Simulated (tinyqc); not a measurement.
# Worked calculation: off-state leakage of single and stacked transistors

Computed by the program tinyqc: `OMP_NUM_THREADS=1 python tinyqc.py 2242070 2242071 out.jsonl`, one thread of a shared Intel Xeon 2.30GHz, about 0.03 s for the whole run. Printed values are rounded.

n-channel devices of unit width. Subthreshold current I(Vg, Vs, Vd) = I0 (T/300 K)^0.5 exp[(Vg - Vs - VT(T) - gb (Vs - Vb) + dd (Vd - Vs))/(nf Vt)] (1 - exp(-(Vd - Vs)/Vt)), VT(T) = VT - cT (T - 300 K). Gate-edge tunnelling Ig (Vd/1 V) exp(ag (Vd - 1 V)), for a gate at 0 V, and band-to-band leakage Ab u exp(-Bb/u), u = Vd - Vb + 1 V, flow at a drain held at V; both are taken as independent of T. In a stack of off transistors (all gates at 0 V) the same subthreshold current passes through each.

Inputs (values chosen for the exercise); values of the order met in bulk silicon logic transistors: temperature T = 300 K; supply voltage V = 0.9 V; threshold at 300 K, zero drain and body bias VT = 0.32 V; fall of the threshold with temperature cT = 0.9 mV/K; current at threshold at 300 K I0 = 0.5 uA/um; slope factor nf = 1.34; drain-induced lowering per volt dd = 0.16; rise of the threshold per volt of source-body bias gb = 0.22; gate-edge tunnelling current at 1 V Ig = 0.0007 uA/um; exponential slope of the gate current ag = 5.7 1/V; prefactor of band-to-band leakage at the drain Ab = 30 uA/(um V); its exponential voltage Bb = 29 V; body voltage Vb = 0 V.

Constants: q = 1.602176634e-19 C, kB = 1.380649e-23 J/K, Vt = kB T/q. Results are converted to the units shown.

## Leakage of one transistor

Vg = Vs = 0, Vd = V; effective threshold VT(T) - gb Vb - dd V.

effective threshold = 0.176 V
parts (nA/um): subthreshold 3.108136, gate edge 0.3562810, band-to-band 0.01340200
total = 3.477819 nA/um
shares (%): subthreshold 89.37026, gate edge 10.24438, band-to-band 0.3853565

The subthreshold part is the largest.

## Starting value

Vx = dd V/(1 + gb + 2 dd), the solution for Vx well above Vt, rounded to three decimals.

Vx at the start = 0.094 V

## Iteration 1: new Vx

Stack of two, Vx the node between them: I_low = I(0, 0, Vx), I_up = I(0, Vx, V), f = ln(I_up/I_low), f' = -(1 + gb + 2 dd)/(nf Vt) - 1/(Vt (exp(Vx/Vt) - 1)) - 1/(Vt (exp((V - Vx)/Vt) - 1)), Vx(new) = Vx - f/f'.

I_low = 0.07314079 nA/um
I_up = 0.07349050 nA/um
f = 0.004770032
f' = -45.50219 1/V
Vx after iteration 1 = 0.09410483 V

## Iteration 2: new Vx

As before.

I_low = 0.07318423 nA/um
I_up = 0.07318424 nA/um
f = 2.282495e-7
f' = -45.49784 1/V
Vx after iteration 2 = 0.09410484 V

## Course of the iteration

Stop when the step is below 1e-11 V, or after 40 iterations.

Course of the iteration:
```
iteration  Vx before the step (V)  step (V)
1                           0.094   1.05e-4
2                      0.09410483   5.02e-9
3                      0.09410484  1.39e-17
```

Converged in 3 iterations. The subthreshold current of the stack is 0.07318 nA/um, 42.5 times less than that of one transistor (the drain leakage is unchanged); the estimate exp[dd V (1 + gb + dd)/((1 + gb + 2 dd) nf Vt)] gives 41.5.
